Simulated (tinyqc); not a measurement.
Comparisons within one model: standing waves and exposure in a photoresist film. A value that a table varies takes the place of the one given here.

Normal incidence from air. Unexposed resist: N1 = n1 + i k1 with k1 = (A + B) lam/(4 pi), lam in micrometres. r01 = (1 - N1)/(1 + N1), t01 = 2/(1 + N1). Substrate Ns = ns + i ks: r12 = (N1 - Ns)/(N1 + Ns). With p = exp(2 pi i N1 d/lam), the field at depth z is E(z) = t01 [exp(2 pi i N1 z/lam) + r12 p^2 exp(-2 pi i N1 z/lam)]/(1 + r01 r12 p^2), the relative intensity I(z) = n1 |E(z)|^2 and the reflectance R = |(r01 + r12 p^2)/(1 + r01 r12 p^2)|^2.

Parameters, chosen for this exercise (a resist on W, indices near tabulated ones; not measured data):
- lam = 193 nm (vacuum wavelength)
- n1 = 1.732 (resist index)
- A = 0.11 1/micrometre (bleachable absorption (Dill A))
- B = 0.55 1/micrometre (fixed absorption (Dill B))
- d = 242 nm (resist thickness)
- ns = 1.313 (substrate n)
- ks = 2.921 (substrate k)

## Swing of the coupled dose with resist thickness

The mean of I is taken over 800 depths; the relative dose to clear is taken as 1/(mean of I over the lowest period, 60 depths), scaled to 1 in the first row.

Swing:

| d (nm) | R | mean I | relative dose |
|---|---|---|---|
| 242.0 | 0.1499 | 1.7571 | 1.000 |
| 251.3 | 0.2897 | 1.4764 | 1.224 |
| 260.6 | 0.4766 | 1.0746 | 1.682 |
| 269.9 | 0.5408 | 0.9164 | 1.924 |
| 279.1 | 0.4846 | 1.0005 | 1.720 |
| 288.4 | 0.2985 | 1.3459 | 1.279 |
| 297.7 | 0.1291 | 1.6765 | 1.052 |
| 307.0 | 0.2665 | 1.4153 | 1.275 |
| 316.3 | 0.4540 | 1.0420 | 1.733 |
| 325.6 | 0.5194 | 0.8958 | 1.976 |
| 334.9 | 0.4613 | 0.9810 | 1.769 |
| 344.1 | 0.2769 | 1.3030 | 1.333 |
| 353.4 | 0.1108 | 1.6035 | 1.105 |

The period is 55.7 nm, six rows. The relative dose swings between 1.000 and 1.976, a ratio (max - min)/mean of 0.666, against the estimate 4 sqrt(|r01|^2 |r12|^2) exp(-(A + B) d) = 0.636 for the oscillating part alone; the ratio from the table also holds the slow rise from absorption, 10.5 % over two periods, so the two are not strictly comparable.

## What moves the exposure

The mean of I is over 800 depths. Each row changes one parameter from the base and keeps the others.

Results:

| case | \|r12\|^2 | R | mean I | I at the bottom |
|---|---|---|---|---|
| base | 0.4842 | 0.1499 | 1.7571 | 0.7512 |
| d = 252 nm | 0.4842 | 0.3067 | 1.4409 | 0.5985 |
| n1 = 1.749 | 0.4822 | 0.1549 | 1.7508 | 0.7532 |
| B = 0.75 1/micrometre | 0.4827 | 0.1223 | 1.6601 | 0.7020 |
| ks = 2.629 | 0.4332 | 0.1190 | 1.6731 | 0.8096 |
| ns = 1.444 | 0.4581 | 0.1345 | 1.7086 | 0.7108 |

The largest shifts from the base row, up to three for each result and ties (the steps differ in size, so this ranks the rows, not the parameters). |r12|^2: ks -0.0509, ns -0.0261, n1 -0.0020; unchanged at the printed digits by d. R: d +0.1568, ks -0.0309, B -0.0276. mean I: d -0.3163, B -0.0970, ks -0.0841. I at the bottom: d -0.1527, ks +0.0584, B -0.0491.

Computed by tinyqc, a small Python program: `OMP_NUM_THREADS=1 python tinyqc.py 1651951 1651952 out.jsonl` (the numbers bound the seed that draws the inputs); one thread of a shared host (Intel(R) Xeon(R) Processor @ 2.30GHz), about 0.01 s for the whole set of steps.
